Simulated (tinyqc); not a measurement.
Sublattice potential against complex hopping: Haldane model. Computed by the program tinyqc. H_AA = delta - 2 t2 sum cos(k.b + phi), H_BB = -delta - 2 t2 sum cos(k.b - phi), H_AB = -t1 (1 + exp(-i k.a1) + exp(-i k.a2)), b = a1, a2 - a1, -a2, m = 3 sqrt3 t2 sin(phi); the sign of the Chern number follows the orientation k1 then k2.

Honeycomb lattice:
```
parameter,value
t1 (eV),1.420000
t2 (eV),0.160000
phi (rad),1.240000
```

Gaps at the two valleys (eV) and Chern number of the lower band (12 x 12 mesh):
```
delta,gap 2|delta - m|,gap 2|delta + m|,Chern number
-1.4150,4.4026,1.2574,0
-1.0220,3.6166,0.4714,0
-0.4720,2.5166,0.6286,-1
0.0000,1.5726,1.5726,-1
0.3150,0.9426,2.2026,-1
0.5900,0.3926,2.7526,-1
0.9830,0.3934,3.5386,0
1.5730,1.5734,4.7186,0
```

What does the comparison show, and why?

Here |m| = 0.7863 eV. For |delta| < |m| the two valleys have masses of opposite sign and the Chern number is +/-1; one gap closes at |delta| = |m|, and beyond it the band is trivial.
